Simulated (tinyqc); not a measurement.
Permeation of metal atoms or ions through a thin barrier or dielectric: time lag, field-aided drift and lifetime: one step, computed by the program tinyqc.

The film 0 < x < d is empty at first; C = C0 at x = 0 and C = 0 at x = d. dC/dt = D d2C/dx2 - v dC/dx with drift v = D z e V/(k_B T d) (uniform field, no space charge).

Question. Steady flux and time lag. Steady flux J = (D C0/d) P/(1 - exp(-P)); time lag in units of d^2/D: s_L = [P (1 + exp(-P))/(1 - exp(-P)) - 2]/P^2 (P = 0: J = D C0/d, s_L = 1/6).

Inputs (values chosen for the exercise, for a model case: singly charged ions through a dielectric): thickness d = 17 nm; concentration at the source side C0 = 3.3e+15 1/cm^3; test temperature T = 200 C.

Peclet number P = 6.622044

diffusivity D = 2.557827e-17 cm^2/s

time scale d^2/D = 112986.5 s

Give: flux relative to D C0/d; steady flux J; time lag s_L; time lag.

Answer.

flux relative to D C0/d = 6.631

steady flux J = 3.292e+05 1/(cm^2 s)

time lag s_L = 0.1058

time lag = 11955 s

Drift rules: J tends to v C0 and the lag to the transit time d/v.
